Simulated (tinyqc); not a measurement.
Ellipsometry and reflectance of a transparent film on an absorbing substrate: two steps of the calculation.

Air (index 1), film, substrate with N2 = n2 - i k2; time factor exp(+i w t). q_j = sqrt(N_j^2 - sin^2 th), root with positive real part. Fresnel coefficients r_s = (q_a - q_b)/(q_a + q_b), r_p = (N_b^2 q_a - N_a^2 q_b)/(N_b^2 q_a + N_a^2 q_b). tan(Psi) exp(i Delta) = R_p/R_s, Delta taken from 0 to 360 degrees.

Inputs (values chosen for the exercise); indices close to those of silicon nitride on silicon: wavelength lam = 405 nm; angle of incidence th = 70 degrees; index of the transparent film n1 = 2.032; film thickness d = 1.1 nm; index of the substrate n2 = 5.42; extinction coefficient of the substrate k2 = 0.329.

Task 1. Interface coefficients and thickness period. q0, q1, q2 and the coefficients r01 and r12 for p and s; the results repeat in d with the period lam/(2 q1).

Wanted: q0; q1; q2; r01,p; r01,s; r12,p; r12,s; period.

Result 1.

q0 = 0.34202
q1 = 1.8017
q2 = 5.3382-0.3340i
r01,p = -0.12118
r01,s = -0.68090
r12,p = 0.41298-0.02438i
r12,s = -0.49643+0.02356i
period = 112.40 nm

Task 2. Psi, Delta and reflectances. beta = 2 pi d q1/lam, X = exp(-2 i beta), R = (r01 + r12 X)/(1 + r01 r12 X) for p and s.

q1 = 1.8016664
r01,p = -0.12117986
r01,s = -0.68090470
r12,p = 0.41298311-0.02437969i
r12,s = -0.49642658+0.02355963i

Give: beta; X; R_p; R_s; Psi; Delta; |R_p|^2; |R_s|^2.

Result 2.

beta = 0.030746 rad
X = 0.99811-0.06145i
R_p = 0.30434-0.05425i
R_s = -0.87964+0.01621i
Psi = 19.361 degrees
Delta = 170.95 degrees
|R_p|^2 = 0.095568
|R_s|^2 = 0.77402

The bare substrate gives Psi = 19.30 and Delta = 175.51 degrees.

tinyqc, about 0.01 s, one thread, Intel Xeon 2.30GHz (shared host): `OMP_NUM_THREADS=1 python tinyqc.py 2870169 2870170 out.jsonl`
